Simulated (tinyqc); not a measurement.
# Thin-film resistivity, exact integral against the thick limit

Fuchs-Sondheimer for a film of thickness d, k = d/lam: rho0/rho = 1 - (3 (1 - ps)/(2 k)) int_1^infinity (t^-3 - t^-5)(1 - exp(-k t))/(1 - ps exp(-k t)) dt; thick limit rho/rho0 = 1 + 3 (1 - ps)/(8 k).

Parameters, values chosen for the exercise; metal values close to those of copper: bulk resistivity rho0 = 1.68 uohm cm; bulk mean free path lam = 40.9 nm; specular share of surface scattering ps = 0.

Thin-film resistivity, exact integral against the thick limit:
```
d (nm)         k  rho/rho0, exact  thick limit  error of the limit (%)  rho (uohm cm)
2       0.048900           7.8525       8.6687                    10.4         13.192
4       0.097800           4.8528       4.8344                  -0.380         8.1528
7.7      0.18826           3.2086       2.9919                   -6.75         5.3904
15       0.36675           2.2221       2.0225                   -8.98         3.7331
29       0.70905           1.6538       1.5289                   -7.55         2.7783
56        1.3692           1.3326       1.2739                   -4.41         2.2388
110       2.6895           1.1595       1.1394                   -1.73         1.9479
210       5.1345           1.0787       1.0730                  -0.529         1.8123
410       10.024           1.0389       1.0374                  -0.140         1.7453
```

What does the comparison show?

rho/rho0 falls from 7.85 to 1.04. The error of the thick limit goes from 10 through a minimum of -9.0 (at d = 15 nm among the rows listed) to -0.14 %; it stays within 5 % for k of 1.369 and above among the rows listed. The change of sign at small k is a crossing of two different laws, not agreement.

Numbers from tinyqc (`OMP_NUM_THREADS=1 python tinyqc.py 2100125 2100126 out.jsonl`; about 0.01 s on one thread of a shared Intel Xeon 2.30GHz).
